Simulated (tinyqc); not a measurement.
# Stillinger-Weber potential for a tetrahedral semiconductor, step by step

A worked calculation. Computed by tinyqc, a small Python program that keeps every step. Command: `OMP_NUM_THREADS=1 python tinyqc.py 3023555 3023556 out.jsonl swsi walk`. One thread of a shared host (Intel(R) Xeon(R) Processor @ 2.30GHz), about 0.04 s of CPU time with the checks. Intermediate numbers are printed to about 5 digits and carried at full precision; extremes and crossings named in words are read from the listed rows.

With x = r/sigma: pair term eps A (B x^-4 - 1) exp(1/(x - a)); for each pair of neighbours j, k of atom i, three-body term eps lambda exp(gamma/(x_ij - a) + gamma/(x_ik - a)) (cos theta_jik + 1/3)^2; both vanish beyond x = a. A = 7.049556277, B = 0.6022245584, a = 1.8.

Inputs (values chosen for the exercise, modelled on germanium): energy scale eps = 2.017 eV; length scale sigma = 2.182 angstrom; three-body strength lambda = 29.6; gamma = 1.2; bond 1 of the trimer = 2.29 angstrom; bond 2 of the trimer = 2.38 angstrom; angle of the trimer theta = 160 degrees.

displacement of one atom (angstrom): [0.15, -0.23, 0.046]

Constants: 1 eV/angstrom^3 = 160.2176634 GPa.

## A trimer

Atom 1 binds atoms 2 and 3 at the angle theta; the third side follows from the cosine rule. Sum the three pair terms and the three-body terms centred on each atom.

distance 2-3 = 4.5991 angstrom

pair terms (eV): 1-2 -1.8892, 1-3 -1.9946, 2-3 0.0000

three-body term at atom 1 = 0.81708 eV

three-body terms at atoms 2 and 3 = 0 eV

energy of the trimer = -3.0667 eV

The cut-off is 3.928 angstrom, so atoms 2 and 3 do not interact directly.

## The diamond lattice

All angles are tetrahedral, so only the pair term acts; its minimum lies at x = 2^(1/6) with depth eps, and second neighbours lie beyond the cut-off. a0 = 4 d/sqrt3; E = -2 eps per atom.

bond length d = 2.4492 angstrom

lattice constant a0 = 5.6562 angstrom

energy per atom = -4.034 eV

## Elastic constants and internal strain

Second derivatives of the energy per atom, volume a0^3/8: e_xx gives C11, e_xx = -e_yy gives 2 (C11 - C12), e_xy = e_yx = h/2 gives the unrelaxed C44(0). Under that shear the second sublattice shifts by u_z; minimising over u_z gives C44 = C44(0) - E_hu^2/(E_uu V) and Kleinman's zeta = |E_hu/E_uu|/(a0/4). The optical force constant is k = 4 E_uu, with M omega^2 = k at the zone centre.

C11 = 141.55 GPa

C12 = 54.499 GPa

unrelaxed C44(0) = 93.189 GPa

C44 = 59.492 GPa

internal strain zeta = 0.52511

optical force constant k = 34.514 eV/angstrom^2

Internal relaxation lowers C44 by 36 %. zeta = 1 would keep all bond lengths equal under shear and 0 would move atoms with the lattice; the value here is 0.53. Caution: the original fit to silicon is too soft in shear (C44) and too stiff for the optical mode.

## One atom displaced in the eight-atom cell

Cubic cell of side a0 with periodic images; atoms 1 to 4 at (0,0,0), (0,1/2,1/2), (1/2,0,1/2), (1/2,1/2,0), atoms 5 to 8 shifted by (1/4,1/4,1/4). Atom 5 is moved by u. Forces are minus the gradient of the total energy.

bond lengths from atom 5 to atoms 1 to 4 (angstrom): [2.4454, 2.6497, 2.2071, 2.5362]

rise of the pair energy = 0.50201 eV

three-body energy = 0.17549 eV

forces (eV/angstrom), rows atom 5, atom 1, atom 2, atom 3, atom 4, columns x, y, z:
$$\begin{pmatrix}
-2.7333 & 3.9535 & -1.5532 \\
0.2075 & -0.5950 & 0.0830 \\
0.8595 & -0.9789 & -0.4507 \\
1.7092 & -1.8775 & 1.5852 \\
0.0662 & -0.6666 & 0.4116
\end{pmatrix}$$

Bond bending carries 26 % of the energy rise. The four neighbours take up a total force of 5.262 against 5.051 eV/angstrom on atom 5; the difference acts on atoms 6 to 8.

## Diamond against structures with more neighbours

Each structure is relaxed in its neighbour distance d (lowest minimum for d between sigma and 1.7 sigma), with all neighbours inside the cut-off, second shells too where they fall inside.

Energies per atom (eV):
```
structure     first neighbours  d (angstrom)     pair  three-body    total  volume (angstrom^3)
diamond                      4        2.4492  -4.0340      0.0000  -4.0340               22.620
simple cubic                 6        2.8015  -4.7828      1.5219  -3.2609               21.986
bcc                          8        2.9934  -4.9419      1.8607  -3.0812               20.649
fcc                         12        3.1235  -4.8443      1.8902  -2.9541               21.549
```

The order is diamond < simple cubic < bcc < fcc, the lowest two 0.773 eV apart. Against diamond the pair energy changes by -0.75 (simple cubic), -0.91 (bcc), -0.81 (fcc) eV, while angles away from 109.47 degrees cost 1.52, 1.86, 1.89 eV; the bonds stretch to 3.12 angstrom in fcc to weaken that penalty.

Checks made by the program: lattice sum at a0 (relative difference below 1e-10); B from the pair term alone, phi''(d)/(3 a0), against (C11 + 2 C12)/3 (relative difference 5e-07).
